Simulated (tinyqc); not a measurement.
Equilibrium and kinetic segregation of a solute to boundaries and growing surfaces: one step, computed by the program tinyqc. Command: `OMP_NUM_THREADS=1 python tinyqc.py 3030374 3030375 out.jsonl segreg walk`. One thread of a shared host (Intel(R) Xeon(R) Processor @ 2.30GHz), about 0.01 s of CPU time with the checks.

Task: Segregation at a growing surface. Two-state exchange during growth, dilute: jump up r_u = nu exp(-E_b/(k_B T_g)), jump back r_d = r_u exp(-E_s/(k_B T_g)), nu = 1e13 1/s. In the time 1/R of one monolayer the share carried up is p = [r_u/(r_u + r_d)] [1 - exp(-(r_u + r_d)/R)]; the tail decays as p^n, length -1/ln p monolayers; the equilibrium limit has p = r_u/(r_u + r_d).

Inputs (values chosen for the exercise, for a model alloy):
```
quantity                        value          unit
exchange barrier E_b             1.61            eV
surface segregation energy E_s   0.33            eV
growth temperature T_g            680             K
growth rate                       2.7  monolayers/s
```

Constants: k_B = 8.617333262e-05 eV/K.

Give: r_u; r_d; share carried up p; decay length.

Result:

r_u = 11.68 1/s

r_d = 0.04186 1/s

share carried up p = 0.9835

decay length = 60.02 monolayers

Exchange and growth are comparable: the steep rise of the tail length between the kinetic and equilibrium regimes.
